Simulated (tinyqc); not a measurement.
Worked calculation: LDA (PW92) atom on a uniform radial grid, spin-unpolarised, for O+. Computed by tinyqc, a small Python program that keeps every step. Settings: Z = 8, points = 192, R = 7.6, functional = lda,pw, mixing = 0.6, iteration cap = 85. Command: `OMP_NUM_THREADS=1 python tinyqc.py 22250 22251 out.jsonl` (the two numbers bound the seeds that draw the settings). One thread of a shared host (Intel(R) Xeon(R) Processor @ 2.60GHz), about 0.4 s of CPU time with the checks. Later iterations appear only in the table of the cycle.

## Iteration 1

Spherical atom on a uniform radial grid r_j = j h with h = R/(N + 1), h sum u^2 = 1 and integrals as h times sums, u(0) = u(R) = 0 (atomic units):
```
parameter           value
Z                       8
points N              192
R                7.600000
h                0.039378
mixing           0.600000
electrons in 1s         2
electrons in 2s         2
electrons in 2p         3
```

Three-point differences turn -u''/2 + [l(l+1)/2r^2 - Z/r + V] u = e u into a tridiagonal matrix (diagonal 1/h^2 + potential, off-diagonal -1/2h^2). D = sum f u^2; the Hartree potential y/r solves y'' = -D/r with y(0) = 0, y(R) = N_e; v_xc comes from rho = D/(4 pi r^2); E = sum f e - int D V + int D (V_H/2 + eps_xc); V(new) = V + mixing (V_H + v_xc - V).

eigenvalues (hartree): 1s -31.243179, 2s -7.950986, 2p -8.016793

Every 12th grid point:
```
r             V in     u(1s)      u(2s)     u(2p)         D        V_H       v_xc
0.472539  0.000000  0.505907  -1.004103  1.248079  7.201432  12.038039  -1.435977
0.945078  0.000000  0.024510  -0.963908  0.749724  3.545697   7.259142  -0.740416
1.417617  0.000000  0.000891  -0.370381  0.253937  0.467818   4.931460  -0.308661
1.890155  0.000000  0.000029  -0.105676  0.068025  0.036217   3.703158  -0.120320
2.362694  0.000000  8.71e-07  -0.025912  0.016025  0.002113   2.962711  -0.044994
2.835233  0.000000  2.53e-08  -0.005793  0.003480  0.000103   2.468932  -0.016051
3.307772  0.000000  7.16e-10  -0.001217  0.000715  4.49e-06   2.116228  -0.005465
3.780311  0.000000  1.98e-11  -0.000244  0.000141  1.79e-07   1.851700  -0.001789
4.252850  0.000000         0  -0.000047  0.000027  6.68e-09   1.645955  -0.000569
4.725389  0.000000         0  -0.000009  0.000005  2.37e-10   1.481360  -0.000177
5.197927  0.000000         0  -1.66e-06  9.15e-07         0   1.346691  -0.000054
5.670466  0.000000         0  -3.02e-07  1.64e-07         0   1.234466   0.000000
6.143005  0.000000         0  -5.42e-08  2.91e-08         0   1.139507   0.000000
6.615544  0.000000         0  -9.59e-09  5.09e-09         0   1.058114   0.000000
7.088083  0.000000         0  -1.64e-09  8.64e-10         0   0.987573   0.000000
7.560622  0.000000         0  -7.40e-11  3.86e-11         0   0.925850   0.000000
```

total energy = -66.89084373 hartree

## Iteration 2

As before.

eigenvalues (hartree): 1s -21.744726, 2s -3.230502, 2p -2.760069

Every 12th grid point:
```
r             V in     u(1s)      u(2s)     u(2p)         D        V_H       v_xc
0.472539  6.361237  0.578501  -0.684173  0.926812  4.182455  10.481776  -1.207807
0.945078  3.911235  0.040700  -1.022472  0.923488  4.652700   6.864324  -0.806242
1.417617  2.773680  0.002328  -0.641111  0.573276  1.807995   4.869364  -0.466883
1.890155  2.149703  0.000123  -0.311936  0.294723  0.455193   3.695019  -0.257103
2.362694  1.750630  0.000006  -0.134264  0.136945  0.092315   2.961716  -0.139252
2.835233  1.471729  3.11e-07  -0.053790  0.059777  0.016507   2.468814  -0.074710
3.307772  1.266458  1.52e-08  -0.020559  0.025007  0.002721   2.116214  -0.039641
3.780311  1.109946  7.32e-10  -0.007600  0.010143  0.000424   1.851698  -0.020758
4.252850  0.987232  3.50e-11  -0.002740  0.004017  0.000063   1.645955  -0.010723
4.725389  0.888710         0  -0.000969  0.001562  0.000009   1.481360  -0.005469
5.197927  0.807982         0  -0.000337  0.000598  1.30e-06   1.346691  -0.002759
5.670466  0.740680         0  -0.000116  0.000226  1.80e-07   1.234466  -0.001379
6.143005  0.683704         0  -0.000039  0.000084  2.44e-08   1.139507  -0.000684
6.615544  0.634868         0  -0.000013  0.000031  3.20e-09   1.058114  -0.000334
7.088083  0.592544         0  -4.02e-06  0.000010  3.45e-10   0.987573  -0.000154
7.560622  0.555510         0  -2.47e-07  6.50e-07         0   0.925850  -0.000011
```

total energy = -71.90100281 hartree

## Convergence

Stop when input and output potentials agree to 1e-7.

Course of the cycle (hartree):
```
iteration             E       e(1s)      e(2s)      e(2p)  largest |V(out) - V(in)|
1          -66.89084373  -31.243179  -7.950986  -8.016793                  1.95e+01
2          -71.90100281  -21.744726  -3.230502  -2.760069                  4.75e+00
3          -72.33718109  -19.382647  -1.934105  -1.415025                  9.09e-01
4          -72.34886554  -18.932396  -1.591928  -1.076747                  2.10e-01
5          -72.34940291  -18.830442  -1.485415  -0.973684                  7.50e-02
6          -72.34948360  -18.794263  -1.445670  -0.935367                  2.94e-02
7          -72.34949613  -18.780023  -1.430329  -0.920578                  1.16e-02
8          -72.34949807  -18.774369  -1.424390  -0.914849                  4.58e-03
9          -72.34949837  -18.772123  -1.422090  -0.912629                  1.81e-03
10         -72.34949842  -18.771231  -1.421198  -0.911768                  7.12e-04
11         -72.34949842  -18.770877  -1.420853  -0.911434                  2.80e-04
12         -72.34949842  -18.770737  -1.420719  -0.911305                  1.10e-04
13         -72.34949842  -18.770682  -1.420667  -0.911255                  4.31e-05
14         -72.34949842  -18.770660  -1.420647  -0.911236                  1.69e-05
15         -72.34949842  -18.770652  -1.420640  -0.911228                  6.60e-06
16         -72.34949842  -18.770648  -1.420637  -0.911225                  2.60e-06
17         -72.34949842  -18.770647  -1.420635  -0.911224                  1.02e-06
18         -72.34949842  -18.770646  -1.420635  -0.911224                  4.01e-07
19         -72.34949842  -18.770646  -1.420635  -0.911223                  1.57e-07
20         -72.34949842  -18.770646  -1.420635  -0.911223                  6.17e-08
```

Converged in 20 iterations. A uniform grid resolves the cusp poorly: for a bare nucleus this grid gives 1s at -31.24318 against -Z^2/2 = -32 hartree. Before convergence this energy mixes input and output and is not variational, so it may rise towards its limit.
